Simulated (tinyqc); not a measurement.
Rigid-ion and shell models of the dielectric response of an ionic crystal: one step, computed by the program tinyqc. Command: `OMP_NUM_THREADS=1 python tinyqc.py 3015686 3015687 out.jsonl shell walk`. One thread of a shared host (Intel(R) Xeon(R) Processor @ 2.30GHz), about 0.01 s of CPU time with the checks.

Charges +Z and -Z; 8 nearest neighbours, Madelung constant M = 1.762675, volume per ion pair Omega = 1.539601 d^3. Energy per pair U = -M Z^2 e2/d + 8 A exp(-d/rho), e2 = e^2/(4 pi eps_0). In the shell model the anion is a core of charge Y - Z and a massless shell of charge -Y, joined by the spring k; the repulsion acts on the shell. Each ion feels the Lorentz field E + (4 pi/3) P (Gaussian units).

Problem. Rigid ions. With C = 4 pi Z^2 e2/(3 Omega): mu lambda_TO = R - C, mu lambda_LO = R + 2 C; eps_inf = 1 and eps_s = lambda_LO/lambda_TO. lambda in eV/(angstrom^2 u) gives the wavenumber 15.6333042 x 33.35640952 x sqrt(lambda); mu is the reduced mass.

Inputs (values chosen for the exercise, for a model crystal): ionic charge Z = 2 e; cation mass = 51.3 u; anion mass = 19 u.

Structure: caesium chloride.

volume Omega = 24.05626 angstrom^3

repulsive spring R = 14.55499 eV/angstrom^2

Constants: e^2/(4 pi eps_0) = 14.39964548 eV angstrom; nu for 1 eV/(angstrom^2 u) = 15.6333042 THz; 1 THz = 33.35640952 1/cm.

Give: Coulomb spring C; omega_TO, rigid ions; omega_LO, rigid ions; eps_s, rigid ions.

Solution.

Coulomb spring C = 10.03 eV/angstrom^2

omega_TO, rigid ions = 297.9 1/cm

omega_LO, rigid ions = 823.9 1/cm

eps_s, rigid ions = 7.648
